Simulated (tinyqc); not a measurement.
MOS inversion layer, Poisson-Schroedinger loop: two steps of the calculation.

Electrons confined at an insulator interface at z = 0, treated as a hard wall; parabolic valleys, Hartree approximation, no image or exchange terms. The depletion charge lies far deeper than the electrons and gives a uniform field q Nd/(eps0 eps_r); the gate balances all charge. Energies are counted from the band edge at the interface.

Parameters, values chosen for the exercise; masses and permittivity close to those of 4H silicon carbide (0001):
- T = 300 K (temperature)
- mz1 = 0.324 m0 (mass along z of valley set A (3 valley(s)))
- md1 = 0.427 m0 (in-plane density-of-states mass of set A)
- Ns = 9.8e12 cm^-2 (sheet density of electrons)
- hz = 0.66 nm (mesh step)

Constants: q = 1.602176634e-19 C, kB = 1.380649e-23 J/K, hbar = 1.054571817e-34 J s, m0 = 9.1093837015e-31 kg, Vt = kB T/q, hbar^2/(2 m0) = 0.0380998212 eV nm^2. Results are converted to the units shown.

Problem 1. Levels and probability densities. Tridiagonal Hamiltonian with psi = 0 one step beyond both ends: H_ii = C (1/m_(i-1/2) + 1/m_(i+1/2))/hz^2 + V0_i + U_i, H_(i,i+1) = -C/(m_(i+1/2) hz^2), C = hbar^2/(2 m0). The lowest 2 level(s) are kept, normalised to hz sum |psi|^2 = 1. The mass is the same on all intervals.

```
node,fixed potential V0 (eV),self-consistent potential U at the start (eV)
1,0.01486654,0
2,0.02973307,0
3,0.04459961,0
4,0.05946615,0
5,0.07433268,0
6,0.08919922,0
7,0.10406576,0
8,0.11893229,0
9,0.13379883,0
10,0.14866537,0
11,0.16353191,0
12,0.17839844,0
13,0.19326498,0
14,0.20813152,0
```

Find: levels; |psi|^2 of A1; |psi|^2 of A2.

Solution 1.

levels (eV): A1 0.09085, A2 0.15864

```
node,|psi|^2 of A1 (1/nm),|psi|^2 of A2 (1/nm)
1,0.07873,0.07760
2,0.23252,0.16709
3,0.33022,0.11818
4,0.32336,0.01784
5,0.24654,0.01581
6,0.15527,0.11954
7,0.08360,0.22736
8,0.03936,0.26164
9,0.01646,0.22180
10,0.00618,0.14982
11,0.00209,0.08345
12,0.00063,0.03838
13,0.00016,0.01376
14,0.00003,0.00289
```

Problem 2. Converged levels, occupations and centroid. Level k holds N_k = D_k Vt ln(1 + exp((EF - E_k)/Vt)) with D = 3 md1 m0 q/(pi hbar^2) per eV (spin included); EF is fixed by sum N_k = Ns.

Solve for the levels with V0 + U, find EF, n_i = sum_k N_k |psi_k|^2 (in cm^-3); share of each level N_k/Ns; centroid sum n z/sum n.

```
node,z (nm),fixed potential V0 (eV),converged U (eV)
1,0.66,0.01486654,0.12140997
2,1.32,0.02973307,0.21631587
3,1.98,0.04459961,0.27068312
4,2.64,0.05946615,0.29659998
5,3.3,0.07433268,0.30800234
6,3.96,0.08919922,0.31299915
7,4.62,0.10406576,0.31526695
8,5.28,0.11893229,0.31632086
9,5.94,0.13379883,0.31680164
10,6.6,0.14866537,0.31700785
11,7.26,0.16353191,0.31708809
12,7.92,0.17839844,0.31711522
13,8.58,0.19326498,0.31712250
14,9.24,0.20813152,0.31712367
```

Wanted: levels; EF; shares; n; centroid.

Solution 2.

levels (eV): A1 0.34158, A2 0.44952
EF = 0.34158 eV
shares (%): A1 97.846, A2 2.154

```
node,n (1e19 cm^-3)
1,3.2415
2,4.9579
3,3.4795
4,1.7751
5,0.7834
6,0.3338
7,0.1485
8,0.0701
9,0.0336
10,0.0154
11,0.0065
12,0.0024
13,0.0007
14,0.0001
```

centroid = 1.7239 nm

tinyqc, about 0.5 s, one thread, Intel Xeon 2.30GHz (shared host): `OMP_NUM_THREADS=1 python tinyqc.py 2160084 2160085 out.jsonl`
